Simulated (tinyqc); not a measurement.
Worked calculation: tight binding, kagome lattice. One step of it, computed by the program tinyqc.

Problem. Levels at k. Diagonalise the Hermitian matrix.

H(k) at k (eV), order A, B, C:
```
[[0.000000, -0.030466+0.322296i, -1.086826-1.599216i],
 [-0.030466-0.322296i, 0.000000, -2.042296+1.689534i],
 [-1.086826+1.599216i, -2.042296-1.689534i, 0.000000]]
```

Give: eigenvalues; weights |c|^2 of the basis functions.

Solution.

eigenvalues (eV): [-3.1320, -0.3080, 3.4400]

weights |c|^2 of the basis functions, order A, B, C:
```
[[0.1500, 0.6548, 0.1952],
 [0.3271, 0.3443, 0.3286],
 [0.5229, 0.0009, 0.4762]]
```
